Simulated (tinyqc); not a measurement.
Comparisons within one model: quasiparticle equation with a plasmon-pole self-energy for two band edges. A value that a table varies takes the place of the one given here.

For each edge E = e + X + Sc(E), with the correlation part Sc(E) = A[0]/(E - a + w) + A[1]/(E - b - w); a and b are the valence and conduction energies that enter the Green function (a = ev, b = ec in the one-shot scheme). Z = 1/(1 - dSc/dE), dSc/dE = -A[0]/(E - a + w)^2 - A[1]/(E - b - w)^2.

Parameters, chosen for this exercise (scales of the order of those of SiO2; the results hold for these values, not for the real material):

| symbol | value | unit | meaning |
|---|---|---|---|
| ev | 0 | eV | mean-field valence top |
| ec | 5.71 | eV | mean-field conduction edge |
| w | 20.3 | eV | pole energy |
| Av | (54.3, 23.5) | eV^2 | weights of the valence state on the hole and electron poles |
| Ac | (24.4, 57) | eV^2 | the same for the conduction state |
| Xv | -3.58 | eV | exchange minus the mean-field potential, valence |
| Xc | 3.68 | eV | the same, conduction |

## Schemes compared

Z = 1; linearised; exact one-shot; energies updated in G (a, b); updated in G and W, where w grows by half of the opening of the gap (a rule chosen for the exercise).

Results (eV):

| scheme | Ev | Ec | gap | opening |
|---|---|---|---|---|
| mean field | 0.000 | 5.710 | 5.710 | 0.000 |
| Z = 1 | -1.809 | 7.520 | 9.329 | 3.619 |
| linearised | -1.550 | 7.251 | 8.802 | 3.092 |
| one-shot, exact | -1.539 | 7.239 | 8.778 | 3.068 |
| update G | -1.704 | 7.412 | 9.116 | 3.406 |
| update G and W | -1.874 | 7.591 | 9.465 | 3.755 |

What does this show?

The openings run from 3.068 (one-shot, exact) to 3.755 eV (update G and W). Linearising moves the gap by 24 meV, updating G +338 meV and updating W a further +350 meV: once Z is kept, the level of self-consistency matters more than linearising.

## The starting point

The mean-field gap is opened by d (ev lowered by d/2, ec raised by d/2) and X is changed by the opposite amounts, so that e + X stays; one-shot and G-updated gaps.

Gaps (eV):

| d | start | one-shot | update G |
|---|---|---|---|
| 0.0 | 5.710 | 8.7781 | 9.1156 |
| 0.2 | 5.910 | 8.7993 | 9.1156 |
| 0.4 | 6.110 | 8.8203 | 9.1156 |
| 0.6 | 6.310 | 8.8411 | 9.1156 |
| 0.9 | 6.610 | 8.8720 | 9.1156 |
| 1.2 | 6.910 | 8.9025 | 9.1156 |
| 1.6 | 7.310 | 8.9426 | 9.1156 |

What does this show, and why?

The one-shot gap moves by a fraction 0.10 of any change of the starting gap, while the updated gap, 9.1156 eV, does not depend on it. The two agree where the start already equals the result, near d = 3.41 eV. A real change of starting point alters the orbitals and the screening too; this model holds both fixed.

## What each parameter does

Exact one-shot edges and Z of the valence state there. Each row changes one parameter from the base and keeps the others.

Results:

| case | Ev (eV) | Ec (eV) | gap (eV) | Z |
|---|---|---|---|---|
| base | -1.5388 | 7.2393 | 8.7781 | 0.8437 |
| w = 21.32 eV | -1.6404 | 7.3455 | 8.9860 | 0.8556 |
| Xv = -3.68 eV | -1.6231 | 7.2393 | 8.8624 | 0.8429 |
| Xc = 3.78 eV | -1.5388 | 7.3231 | 8.8618 | 0.8437 |
| ec = 5.81 eV | -1.5362 | 7.3367 | 8.8728 | 0.8439 |
| Av = (57.02, 23.5) eV^2 | -1.4171 | 7.2393 | 8.6565 | 0.8395 |
| Ac = (24.4, 59.85) eV^2 | -1.5388 | 7.1129 | 8.6517 | 0.8437 |

What can be read from the table?

The largest shifts from the base row, up to three for each result and ties (the steps differ in size, so this ranks the rows, not the parameters). Ev (eV): Av +0.1216, w -0.1017, Xv -0.0843; unchanged at the printed digits by Xc and Ac. Ec (eV): Ac -0.1264, w +0.1062, ec +0.0973; unchanged at the printed digits by Xv and Av. gap (eV): w +0.2078, Ac -0.1264, Av -0.1216. Z: w +0.0119, Av -0.0042, Xv -0.0009; unchanged at the printed digits by Xc and Ac.

tinyqc: `OMP_NUM_THREADS=1 python tinyqc.py 1850423 1850424 out.jsonl`; about 0.03 s, one thread, shared Intel(R) Xeon(R) Processor @ 2.30GHz.
